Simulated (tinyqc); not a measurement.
Worked calculation: FCI on RHF in the sto-3g basis, for H3-, spin multiplicity 1. The basis has no diffuse functions, so it cannot describe the extra electron: this is an exercise in the method, not the real anion. One step of it, computed by the program tinyqc.

Problem. FCI: roots. Diagonalise (each vector has its largest component positive (the first on a tie)); all determinants have Ms = 0, so triplets appear too. The lowest singlet root is the correlation energy.

Occupation strings over the orbitals (2 doubly, a alpha, b beta, 0 empty; spin orbitals ordered 1a 1b 2a 2b ...): 220 2ab a2b 2ba b2a 202 ab2 ba2 022

H - E(HF) between determinants (hartree), order 220, 2ab, a2b, 2ba, b2a, 202, ab2, ba2, 022:
```
[[0.000000, 0.000000, 0.000000, 0.000000, 0.000000, 0.150222, 0.000000, 0.000000, 0.145915],
 [0.000000, 0.357130, 0.000000, -0.150222, 0.000000, 0.000000, -0.147493, 0.146524, 0.000000],
 [0.000000, 0.000000, 0.558961, 0.000000, -0.145915, 0.147493, 0.000000, 0.000000, 0.012731],
 [0.000000, -0.150222, 0.000000, 0.357130, 0.000000, 0.000000, 0.146524, -0.147493, 0.000000],
 [0.000000, 0.000000, -0.145915, 0.000000, 0.558961, -0.147493, 0.000000, 0.000000, -0.012731],
 [0.150222, 0.000000, 0.147493, 0.000000, -0.147493, 0.871570, 0.000000, 0.000000, 0.160340],
 [0.000000, -0.147493, 0.000000, 0.146524, 0.000000, 0.000000, 0.944149, -0.160340, 0.000000],
 [0.000000, 0.146524, 0.000000, -0.147493, 0.000000, 0.000000, -0.160340, 0.944149, 0.000000],
 [0.145915, 0.000000, 0.012731, 0.000000, -0.012731, 0.160340, 0.000000, 0.000000, 1.142041]]
```

Give: lowest roots of this matrix, relative to E(HF); lowest vectors; <S^2> of these roots; weight of the ground state by excitation level 0, 1, 2, ....

Solution.

lowest roots of this matrix, relative to E(HF) (hartree): [-0.0387, 0.2069, 0.3869, 0.4130, 0.5609, 0.7838, 0.9255, 1.2250]

lowest vectors, order 220, 2ab, a2b, 2ba, b2a, 202, ab2, ba2, 022:
```
[[0.9817, 0.0000, 0.0000, 0.0000],
 [0.0000, 0.7071, 0.6543, 0.0000],
 [0.0324, 0.0000, 0.0000, 0.7071],
 [0.0000, 0.7071, -0.6543, 0.0000],
 [-0.0324, 0.0000, 0.0000, 0.7071],
 [-0.1547, 0.0000, 0.0000, 0.0000],
 [0.0000, 0.0012, 0.2681, 0.0000],
 [0.0000, 0.0012, -0.2681, 0.0000],
 [-0.1010, 0.0000, 0.0000, 0.0000]]
```

<S^2> of these roots: [0.0000, 2.0000, 0.0000, 2.0000, 0.0000, 2.0000, 0.0000, 0.0000]

weight of the ground state by excitation level 0, 1, 2, ...: [0.9638, 0.0021, 0.0341]
